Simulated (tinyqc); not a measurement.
# Capacitance measurement on a leaky thin oxide: effects of series resistance and leakage, step by step

Numbers from tinyqc (`OMP_NUM_THREADS=1 python tinyqc.py 2022012 2022013 out.jsonl`; about 0.01 s on one thread of a shared Intel Xeon 2.30GHz). Printed values are rounded.

The device is a capacitance C in parallel with a leakage conductance G, in series with Rs and Ls. An impedance meter reports either a parallel pair (Cp, Gp) from Y = 1/Z = Gp + i w Cp or a series pair (Cs, Rm) from Z = Rm + 1/(i w Cs); w = 2 pi f, dissipation D = Gp/(w |Cp|).

Inputs (values chosen for the exercise); values of the order met in thin-oxide MOS capacitors:
- eox = 3.9 (relative permittivity of the gate insulator (close to silicon dioxide))
- tox = 1.7 nm (insulator thickness)
- A = 400 um^2 (gate area)
- zc = 0.39 nm (oxide-equivalent thickness added by the accumulation layer)
- zp = 0 nm (oxide-equivalent thickness added by gate depletion)
- Jg = 0.00051 A/cm^2 (gate leakage current density, not matched to the thickness)
- Vs = 0.16 V (voltage for an e-fold rise of the leakage)
- Rs = 49 ohm (series resistance)
- Ls = 0 nH (series inductance)
- f = 10000 Hz (measuring frequency)

Constants: eps0 = 8.8541878128e-14 F/cm where lengths are in cm. Results are converted to the units shown.

## True capacitance and conductance

EOT = 3.9 tox/eox; CET = EOT + zc + zp; C = 3.9 eps0 A/CET; G = Jg A/Vs.

EOT = 1.7 nm
CET = 2.09 nm
C = 6.60887 pF
G = 0.01275 uS

## What the meter reports

Z = Rs + i w Ls + 1/(G + i w C).

Z = (0.07392-2.40593i) x 1e6 ohm
Cp = 6.60886 pF
Gp = 0.0127584 uS
Cs = 6.61510 pF
D = 0.0307250

Cp is within 0.01 % of C and Cs is 0.094 % above it; G Rs = 6.25e-7, w C Rs = 2.03e-5 and G/(w C) = 0.0307.
